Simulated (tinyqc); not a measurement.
# Off-state leakage of single and stacked transistors: what changes with what

n-channel devices of unit width. Subthreshold current I(Vg, Vs, Vd) = I0 (T/300 K)^0.5 exp[(Vg - Vs - VT(T) - gb (Vs - Vb) + dd (Vd - Vs))/(nf Vt)] (1 - exp(-(Vd - Vs)/Vt)), VT(T) = VT - cT (T - 300 K). Gate-edge tunnelling Ig (Vd/1 V) exp(ag (Vd - 1 V)), for a gate at 0 V, and band-to-band leakage Ab u exp(-Bb/u), u = Vd - Vb + 1 V, flow at a drain held at V; both are taken as independent of T. In a stack of off transistors (all gates at 0 V) the same subthreshold current passes through each.

Parameters, values chosen for the exercise; values of the order met in bulk silicon logic transistors:
- T = 378 K (temperature)
- V = 1.1 V (supply voltage)
- VT = 0.39 V (threshold at 300 K, zero drain and body bias)
- cT = 0.7 mV/K (fall of the threshold with temperature)
- I0 = 0.74 uA/um (current at threshold at 300 K)
- nf = 1.24 (slope factor)
- dd = 0.05 (drain-induced lowering per volt)
- gb = 0.16 (rise of the threshold per volt of source-body bias)
- Ig = 7e-5 uA/um (gate-edge tunnelling current at 1 V)
- ag = 5.6 1/V (exponential slope of the gate current)
- Ab = 5 uA/(um V) (prefactor of band-to-band leakage at the drain)
- Bb = 24 V (its exponential voltage)
- Vb = -0.3 V (body voltage)

Constants: q = 1.602176634e-19 C, kB = 1.380649e-23 J/K, Vt = kB T/q. Results are converted to the units shown.

Each table varies one quantity; the others keep the values above.

## Subthreshold current against the height of the stack

All n gates at 0 V, bottom source at 0 V, top drain at V; node voltages follow from equal currents.

Results:
```
n,I (nA/um),reduction factor,drain voltage of the bottom device (mV),source voltage of the top device (mV),voltage across the top device (V)
1,0.2446,1.000,1100,0,1.100
2,0.05287,4.626,51.13,51.13,1.049
4,0.02049,11.93,12.66,82.76,1.017
5,0.01569,15.59,9.263,91.68,1.008
6,0.01271,19.24,7.309,98.71,1.001
```

Estimate the missing row, n = 3.

Computed row:
```
n,I (nA/um),reduction factor,drain voltage of the bottom device (mV),source voltage of the top device (mV),voltage across the top device (V)
3,0.02954,8.279,20.06,70.56,1.029
```

With this row back in the table: The second transistor cuts the current by a factor of 4.63, the third by a further 1.79 and the sixth by 1.23. The top device keeps 91.0 % of the supply at n = 6, while the drain voltage of the bottom one falls to 0.224 Vt.

## Leakage components against the threshold

Same model as above.

One transistor with Vg = Vs = 0, Vd = V; stack factor I(one)/I(two in series).

The same in every row: gate edge (nA/um) = 0.1348; band-to-band (nA/um) = 0.5448; stack factor = 4.626.

Result of one run:
```
VT (V),subthreshold (nA/um),total (nA/um),largest part
0.55,0.004656,0.6843,band-to-band
```

What becomes of these results when the threshold at 300 K, zero drain and body bias VT is changed from 0.55 to 0.6 V, all else the same?

Result of the changed run:
```
VT (V),subthreshold (nA/um),total (nA/um),largest part
0.6,0.001350,0.6810,band-to-band
```

The whole series:
```
VT (V),subthreshold (nA/um),total (nA/um),largest part
0.15,93.09,93.77,subthreshold
0.2,27.00,27.68,subthreshold
0.25,7.829,8.508,subthreshold
0.3,2.270,2.950,subthreshold
0.35,0.6584,1.338,subthreshold
0.4,0.1909,0.8705,band-to-band
0.45,0.05537,0.7350,band-to-band
0.5,0.01606,0.6957,band-to-band
0.55,0.004656,0.6843,band-to-band
0.6,0.001350,0.6810,band-to-band
```

As VT goes from 0.15 to 0.6, the total leakage falls from 93.8 to 0.681 nA/um. The subthreshold part leads at VT = 0.15, the band-to-band part from 0.4 on. The reduction by a stack of two stays at 4.63, for the subthreshold part alone. For VT = 0.15 the gate is within about 3 nf Vt of threshold, where the exponential law overstates the current.

Numbers from tinyqc (`OMP_NUM_THREADS=1 python tinyqc.py 2242034 2242035 out.jsonl`; about 0.03 s on one thread of a shared Intel Xeon 2.30GHz).
